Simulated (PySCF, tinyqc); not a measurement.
Inside a calculation. Method: CIS and TDHF on RHF in the sto-6g basis, for H4, spin multiplicity 1. The lowest restricted solution is unstable here: a spin-polarised one lies 0.0393 hartree lower (PySCF). One step of it, computed by the program tinyqc.

Question. CIS matrix, singlets. A(ia,jb) = (e_a - e_i) d_ij d_ab + 2 (ia|jb) - (ij|ab).

orbital energies (hartree): MO1 -0.578854, MO2 -0.320062, MO3 0.178202, MO4 0.702672

Two-electron integrals over orbitals (pq|rs), unique and non-zero (hartree):
```
(11|11) 0.496056    (21|21) 0.133062    (22|11) 0.398098    (22|22) 0.428594
(31|11) -0.094490   (31|22) 0.020639    (31|31) 0.104165    (32|21) 0.104398
(32|32) 0.163893    (33|11) 0.410444    (33|22) 0.426718    (33|31) 0.007438
(33|33) 0.441928    (41|21) 0.050516    (41|32) -0.044857   (41|41) 0.108834
(42|11) 0.091881    (42|22) -0.011999   (42|31) -0.095070   (42|33) -0.013354
(42|42) 0.100449    (43|21) -0.129464   (43|32) -0.107270   (43|41) -0.049181
(43|43) 0.140041    (44|11) 0.518275    (44|22) 0.423787    (44|31) -0.096490
(44|33) 0.438105    (44|42) 0.099816    (44|44) 0.569398
```

Give: CIS matrix A, singlet.

Answer.

CIS matrix A, singlet (hartree), order 1>3, 1>4, 2>3, 2>4:
$$\begin{pmatrix}
0.5549 & 0.0000 & 0.0000 & -0.0607 \\
0.0000 & 0.9809 & 0.0397 & 0.0000 \\
0.0000 & 0.0397 & 0.3993 & 0.0000 \\
-0.0607 & 0.0000 & 0.0000 & 0.7998
\end{pmatrix}$$
